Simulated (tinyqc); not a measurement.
Carrier statistics of a doped semiconductor with parabolic bands: sweeps and comparisons. A value that a table varies takes the place of the one given here.

Eg(T) = Eg0 - al T^2/(T + be); m_de = Mv^(2/3) (ml mt^2)^(1/3); m_dh = (mhh^(3/2) + mlh^(3/2))^(2/3); Nc and Nv from N = 2 (m kB T/(4 pi c))^(3/2) with c = hbar^2/2m0, in 1/angstrom^3; times 1e24 for 1/cm^3.

Energies are counted from Ev, so Ec = Eg. n = Nc F_1/2((EF - Eg)/kT), p = Nv F_1/2(-EF/kT), ND+ = ND/(1 + 2 exp((EF - Eg + ED)/kT)), NA- = NA/(1 + 4 exp((EA - EF)/kT)); neutrality asks p + ND+ = n + NA-. F_j(eta) = (1/Gamma(j + 1)) integral_0^infinity x^j dx/(1 + exp(x - eta)), which tends to exp(eta) for eta << 0.

Constants: hbar^2/2m0 = 3.80998211 eV angstrom^2; kB = 8.617333262e-05 eV/K.

Inputs chosen for the exercise (near those of InSb; shifted at random, so the results belong to these values and not to a real crystal):
- Eg0 = 0.2348 eV (gap at 0 K)
- al = 0.00032 eV/K (Varshni alpha)
- be = 171 K (Varshni beta)
- ml = 0.0134 m0 (longitudinal electron mass)
- mt = 0.0134 m0 (transverse electron mass)
- Mv = 1 (equivalent valleys)
- mhh = 0.43 m0 (heavy-hole mass)
- mlh = 0.0149 m0 (light-hole mass)
- ND = 5.7e+13 1/cm^3 (donors)
- NA = 7.8e+15 1/cm^3 (acceptors)
- ED = 0.000991 eV (donor level below Ec)
- EA = 0.0099 eV (acceptor level above Ev)
- T = 300 K

## Temperature

Neutrality solved at each temperature; ni = sqrt(Nc Nv) exp(-Eg/2kT).

Carriers (1/cm^3):
```
T (K)  EF (eV)         n         p  majority / |ND - NA|        ni  Eg (eV)
10      0.0070    <1e-99  1.24e+13               0.00160  2.42e-44   0.2346
20      0.0087  1.03e-42  7.97e+14                 0.103  2.87e-14   0.2341
40      0.0152  8.30e-13  4.16e+15                 0.537      58.9   0.2324
77      0.0326       928  6.84e+15                 0.883  2.52e+09   0.2271
120     0.0568  1.52e+09  7.42e+15                 0.958  3.36e+12   0.2190
200     0.1071  9.51e+13  7.73e+15                 0.998  8.58e+14   0.2003
300     0.1501  1.38e+16  2.14e+16                  2.77  1.83e+16   0.1737
400     0.1682  7.56e+16  8.30e+16                  10.7  9.87e+16   0.1451
500     0.1863  1.95e+17  2.02e+17                  26.1  2.96e+17   0.1156
600     0.2058  3.66e+17  3.74e+17                  48.3  6.52e+17   0.0854
```

What does this show, and why?

Ionisation is incomplete: the majority density is below 90 % of the net doping at 10, 20, 40 and 77 K, down to a share of 0.0016. It is within 10 % of the net doping at 120 and 200 K. At 300, 400, 500 and 600 K thermal pairs lift it more than 10 % above the net doping; ni has reached 6.52e+17 1/cm^3 at 600 K against a net doping of 7.74e+15. For so narrow a gap the hottest rows are formal: EF can enter a band, where the Boltzmann ni is too large, and the crystal may melt. EF goes from 0.007 eV to 0.206 eV, where midgap is 0.043 eV and the intrinsic level (Boltzmann) 0.177 eV.

## Doping level

Only acceptors are present (ND = 0); eta is the distance of EF beyond the valence edge in units of kT.

Neutral state:
```
NA (1/cm^3)  EF (eV)  majority (1/cm^3)  ionised share    eta
1.0e+14       0.1560           1.70e+16          0.986  -6.04
1.0e+15       0.1553           1.75e+16          0.986  -6.01
1.0e+16       0.1484           2.28e+16          0.982  -5.74
1.0e+17       0.1112           9.60e+16          0.926  -4.30
1.0e+18       0.0612           6.46e+17          0.645  -2.37
3.0e+18       0.0410           1.36e+18          0.454  -1.59
1.0e+19       0.0209           2.77e+18          0.277  -0.81
3.0e+19       0.0035           4.89e+18          0.163  -0.13
```

What does this show?

The impurity level lies at 0.0099 eV. The ionised share falls from 0.986 to 0.163 as EF passes through it between 1e+19 and 3e+19 1/cm^3 (share 1/5 there); it is below one half from 3e+18 1/cm^3 on. Over the last two rows the doping grows threefold and the majority density by a factor 1.77. EF comes within 3 kT of the majority band edge from 1e+18 1/cm^3 on. With a gap of only 6.7 kT the crystal is intrinsic at low doping, and EF can lie near or inside the band with the lighter mass. Above roughly 7e+17 1/cm^3 (N^(1/3) a = 0.26, with the radius a = sqrt(c/(m E)) from the ionisation energy E and the mass mhh) the levels merge with the band and real ionisation is complete; sharp levels then overstate freeze-out.

## What each input does

Neutrality solved anew for each case. Each row changes one parameter from the base and keeps the others.

Results:
```
case                  EF (eV)  n (1/cm^3)  p (1/cm^3)
base                   0.1501    1.38e+16    2.14e+16
T = 280 K              0.1452    7.94e+15    1.56e+16
ND = 1.14e+14 1/cm^3   0.1501    1.38e+16    2.14e+16
NA = 1.01e+16 1/cm^3   0.1484    1.30e+16    2.29e+16
Eg0 = 0.2848 eV        0.1658    4.00e+15    1.17e+16
mt = 0.0161 m0         0.1481    1.55e+16    2.31e+16
mhh = 0.516 m0         0.1545    1.60e+16    2.37e+16
EA = 0.0149 eV         0.1501    1.38e+16    2.14e+16
```

What can be read from the table?

The largest shifts from the base row, up to three for each result and ties (the steps differ in size, so this ranks the rows, not the parameters). EF (eV): Eg0 +0.0157, T -0.0048, mhh +0.0044; unchanged at the printed digits by ND and EA. n (1/cm^3): Eg0 -9.80e+15, T -5.86e+15, mhh +2.25e+15; unchanged at the printed digits by ND and EA. p (1/cm^3): Eg0 -9.75e+15, T -5.84e+15, mhh +2.27e+15; unchanged at the printed digits by ND and EA.

(tinyqc, `OMP_NUM_THREADS=1 python tinyqc.py 1652222 1652223 out.jsonl`, Intel(R) Xeon(R) Processor @ 2.30GHz, 1 thread, shared host, about 0.01 s.)
